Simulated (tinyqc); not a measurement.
Competing polymorphs of an oxide film: bulk, surface, grain-boundary, dopant and field terms: one step, computed by the program tinyqc. Command: `OMP_NUM_THREADS=1 python tinyqc.py 3015127 3015128 out.jsonl polymorph walk`. One thread of a shared host (Intel(R) Xeon(R) Processor @ 2.30GHz), about 0.01 s of CPU time with the checks.

Phases: monoclinic m (reference), polar orthorhombic o, tetragonal t. Free energies per formula unit (f.u.); 1 J/m^2 x angstrom^3/nm = 6.241509 meV.

Task: Phase shares in a spread of grain sizes. With G = b + gamma Omega A (b the bulk free energy per formula unit, A the area per volume), two phases i, j cross at A_ij = (b_j - b_i)/(Omega (gamma_i - gamma_j)); o has a window only if A_mo < A_ot. Grain radii are log-normal by volume with median R and width sigma; the share with A above A* is that with radius below R*, R* = 3/A* (all if A* <= 0), share = (1/2) erfc[-ln(R*/R)/(sqrt 2 sigma)]. Effective permittivity of a layer of thickness h built of such grains, taken in parallel: sum of share x eps; EOT = interlayer + 3.9 h/eps.

Inputs (values chosen for the exercise, for a model oxide):

| quantity | value | unit |
|---|---|---|
| surface energy of m | 2.84 | J/m^2 |
| surface energy of o | 2.1 | J/m^2 |
| surface energy of t | 1.94 | J/m^2 |
| volume per formula unit Omega | 34.5 | angstrom^3 |
| film thickness h | 4.1 | nm |
| grain radius R | 23 | nm |
| temperature T | 500 | K |
| width sigma of ln R | 0.38 | - |
| interlayer thickness (SiO2) | 1.1 | nm |

Geometry: free particles.

permittivities of m, o, t: 18  26  36

b (meV/f.u.): m 0.00, o 61.91, t 23.30

Give: volume shares; share of o; effective permittivity; equivalent oxide thickness.

Result:

volume shares: m 0.4151, o 0.0000, t 0.5849

share of o = 0

effective permittivity = 28.53

equivalent oxide thickness = 1.660 nm

The spread of sizes mixes the phases: 42 % of the volume is not in the majority phase.
